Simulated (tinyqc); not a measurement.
# Gap and screening length from two transmissions

Inverse problem. At the source junction of a tunnel FET, T(w) = exp(-S), S = 2 pi lam sqrt(m/(C Eg)) [w + Eg/2 - sqrt(w (w + Eg))], C = hbar^2/(2 m0). Find Eg (between 0.1 and 3 eV) and lam.

Values chosen for this exercise:
- m = 0.098 m0 (band-edge mass of the two-band model)

Constants: q = 1.602176634e-19 C, hbar = 1.054571817e-34 J s, m0 = 9.1093837015e-31 kg, hbar^2/(2 m0) = 0.0380998212 eV nm^2. Results are converted to the units shown.

T(w) at w = 0.12 and 0.35 eV: 4.4042486e-7  5.0225654e-5

Answer. The ratio of the two exponents depends on Eg alone and falls steadily with it, which fixes Eg; either exponent then gives lam.

ratio of the two S = 1.478
Eg = 1.350 eV
lam = 4.500 nm

Numbers from tinyqc (`OMP_NUM_THREADS=1 python tinyqc.py 2620156 2620157 out.jsonl`; about 0.01 s on one thread of a shared Intel Xeon 2.30GHz).
